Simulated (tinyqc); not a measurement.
Lattice vibrations of a chain, step by step. One step of it, computed by the program tinyqc.

Problem. Frequencies. omega^2 are the eigenvalues; wavenumber = 521.4708 sqrt(eigenvalue) 1/cm.

D(q) (eV/(angstrom^2 u)):
```
,1,2
1,4.081395,-0.843022+0.729207i
2,-0.843022-0.729207i,0.972299
```

Give: eigenvalues; wavenumbers; weights |e|^2 of the mass-weighted modes.

Solution.

eigenvalues: 0.614  4.440

wavenumbers (1/cm): 408.6  1098.8

weights |e|^2 of the mass-weighted modes:
```
,mode 1,mode 2
atom 1,0.094,0.906
atom 2,0.906,0.094
```
